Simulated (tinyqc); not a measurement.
## Gate voltage for a given inversion charge

Problem. p-type body, charge-sheet picture, depletion and inversion only, full ionisation (an idealisation for deep acceptors), Boltzmann statistics (rough once Na exp(x - xn) passes about Nc/7). In units of Vt: xg = (Vg - Vfb)/Vt, x = psi/Vt, G = gamma/sqrt(Vt), xn = (2 phiF + Vc)/Vt. The implicit equation is (xg - x)^2 = G^2 [x - 1 + exp(x - xn)] for x above about 3. Cox = eps0 eox/tox. ni = sqrt(Nc Nv) exp(-Eg/(2 Vt)), Eg in volts; phiF = Vt ln(Na/ni); gamma = sqrt(2 q eps0 eps_r Na)/Cox. N_inv = (Cox Vt G/q) [sqrt(x - 1 + exp(x - xn)) - sqrt(x - 1)]. Find x - xn, psi and Vg.

Inputs (values chosen for the exercise); band and dielectric values close to those of silicon: temperature T = 300 K; band gap Eg = 1.12 eV; relative permittivity eps_r = 11.7; conduction-band density of states at T Nc = 2.79e19 cm^-3; valence-band density of states at T Nv = 2.61e19 cm^-3; relative permittivity of the gate insulator (close to silicon dioxide) eox = 3.9; insulator thickness tox = 19 nm; acceptor density Na = 1.5e18 cm^-3; flat-band voltage Vfb = -0.7 V; channel-body voltage Vc = 0 V.

Constants: q = 1.602176634e-19 C, kB = 1.380649e-23 J/K, Vt = kB T/q, eps0 = 8.8541878128e-14 F/cm where lengths are in cm. Results are converted to the units shown.

N_inv = 1.8e10 cm^-2

Solution. N_inv rises steadily with x, so it fixes x; the implicit equation then gives xg directly.

x - xn = -1.19
psi = 0.940 V
Vg = 3.97 V

tinyqc, about 0.01 s, one thread, Intel Xeon 2.30GHz (shared host): `OMP_NUM_THREADS=1 python tinyqc.py 2122127 2122128 out.jsonl`
